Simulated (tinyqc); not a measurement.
From results back to parameters: six-band Luttinger-Kohn model with strain. Two cases, with inputs chosen for the exercise.

Problem. A layer on a (001) face has exx = eyy = e_par and ezz = -2 (C12/C11) e_par. Its valence edges are E(HH) = -P - Q and E(LH), E(SO) = -P + (Q - Dso +/- sqrt(Dso^2 + 2 Dso Q + 9 Q^2))/2 with P = -av tr(e), Q = -(b/2)(exx + eyy - 2 ezz), counted from the unstrained top.

Case 1.

Values chosen (near those of Ge; not measured data):
- Dso = 0.288 eV (spin-orbit splitting)
- C11 = 128.4 GPa
- C12 = 47.9 GPa
- e_par = -0.0097 (in-plane strain of a (001) layer)

E(HH), E(LH), E(SO) (eV): 0.0278910  -0.0436491  -0.3171225

Case 2.

Values chosen (near those of InAs; not measured data):
- Dso = 0.379 eV (spin-orbit splitting)
- C11 = 85.7 GPa
- C12 = 45.6 GPa
- e_par = -0.0114 (in-plane strain of a (001) layer)

E(HH), E(LH), E(SO) (eV): 0.0310893  -0.0422235  -0.3995508

Find: ezz; P; Q; av; b.

Solution. The three edges add up to -3 P - Dso, which gives P; E(HH) then gives Q; av = -P/tr(e) and b = -Q/(e_par - ezz).

Case 1.

ezz = 0.007237
P = 0.01496 eV
Q = -0.04285 eV
av = 1.23 eV
b = -2.53 eV

Case 2.

ezz = 0.012132
P = 0.01056 eV
Q = -0.04165 eV
av = 0.99 eV
b = -1.77 eV

Computed by tinyqc, one run a case: `OMP_NUM_THREADS=1 python tinyqc.py N N+1 out.jsonl` with N = 1080373, 1080385; one thread of a shared Intel(R) Xeon(R) Processor @ 2.30GHz, about 0.1 s a run at most.
